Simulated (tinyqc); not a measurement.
Wannier-Stark ladder of a miniband: sweeps and comparisons. A value that a table varies takes the place of the one given here.

One state in each well j = -(Nw - 1)/2 ... (Nw - 1)/2: H_jj = j e F d, H_(j,j+1) = -W/4; 1 kV/cm = 0.01 meV/angstrom. In an infinite chain the levels are j e F d and the state of well 0 has amplitude J_j(x) in size on well j, x = W/(2 e F d).

Constants: hbar = 6.58211957e-16 eV s.

Values chosen for the exercise (near those of an InGaAs/InAlAs superlattice; shifted at random, so the results belong to these values and not to a real crystal): W = 13 meV (miniband width); d = 99 angstrom (period); Nw = 7 (wells); Fs = (1.3, 1.8, 2.5, 3.5, 5.5, 9.2, 20) kV/cm (fields); G = 8 meV (hbar/tau); F = 5.8 kV/cm (field).

## Raising the field

Infinite-chain weights beside the middle spacing of the finite stack.

Results:
```
F (kV/cm)  e F d (meV)      x  J_0^2  J_1^2  J_2^2  middle spacing/(e F d)
1.3               1.29  5.051  0.026  0.111  0.001                  1.8424
1.8               1.78  3.648  0.157  0.006  0.191                  1.3694
2.5               2.48  2.626  0.012  0.215  0.213                  1.1218
3.5               3.46  1.876  0.088  0.338  0.105                  1.0288
5.5               5.45  1.194  0.455  0.247  0.025                  1.0029
9.2               9.11  0.714  0.769  0.112  0.004                  1.0002
20               19.80  0.328  0.947  0.026  0.000                  1.0000
```

J_0 vanishes at x = 2.405, F = 2.7 kV/cm, where the line at j = 0 disappears; J_0^2 overtakes J_1^2 for good at x = 1.435, F = 4.6 kV/cm, and reaches 0.95 in the last row. The 7 wells reproduce the middle spacing of the even ladder to 1 % from 5.5 kV/cm on, where the swing W/(e F d) = 2x is 2.4 periods. The lines are seen apart only where e F d exceeds their width, usually a few meV.

## Drift velocity with scattering

Esaki-Tsu: v = v0 y/(1 + y^2), y = e F d/G, v0 = W d/(2 hbar), at zero temperature; 1 angstrom/s = 1e-8 cm/s, 1 kV/cm = 0.01 meV/angstrom. The last column is dv/dF in cm^2/(V s).

Results:
```
y    F (kV/cm)  v (1e6 cm/s)  dv/dF
0.1       0.81          0.97   1174
0.3       2.42          2.69    927
0.6       4.85          4.31    419
1.0       8.08          4.89      0
1.5      12.12          4.51   -143
2.5      20.20          3.37   -121
4.0      32.32          2.30    -63
```

v0 = 9.78 x 1e6 cm/s
field at y = 1 = 8.08 kV/cm

The velocity peaks at v0/2 = 4.89 x 1e6 cm/s at 8.08 kV/cm and then falls: negative differential velocity, steepest at y = sqrt3 with -v0/(8 Fc) = -151 cm^2/(V s). The low-field mobility is v0/Fc = 1210 cm^2/(V s). At the peak the swing is W/G = 1.6 periods, too few for the semiclassical picture to be safe.

## What each parameter does

e F d, x, J_0(x)^2 and the lowest level of the finite stack. Each row changes one parameter from the base and keeps the others.

Results:
```
case              e F d (meV)      x  J_0^2  lowest level (meV)
base                     5.74  1.132  0.496              -18.85
W = 10 meV               5.74  0.871  0.671              -18.23
d = 107 angstrom         6.21  1.047  0.554              -20.14
F = 8.12 kV/cm           8.04  0.809  0.711              -25.34
Nw = 9                   5.74  1.132  0.496              -24.59
```

The largest shifts from the base row, up to three for each result and ties (the steps differ in size, so this ranks the rows, not the parameters). e F d (meV): F +2.30, d +0.46; unchanged at the printed digits by W and Nw. x: F -0.323, W -0.261, d -0.085; unchanged at the printed digits by Nw. J_0^2: F +0.215, W +0.175, d +0.057; unchanged at the printed digits by Nw. lowest level (meV): F -6.49, Nw -5.74, d -1.29.

Computed by tinyqc, a small Python program: `OMP_NUM_THREADS=1 python tinyqc.py 1250867 1250868 out.jsonl` (the numbers bound the seed that draws the inputs); one thread of a shared host (Intel(R) Xeon(R) Processor @ 2.30GHz), about 0.01 s for the whole set of steps.
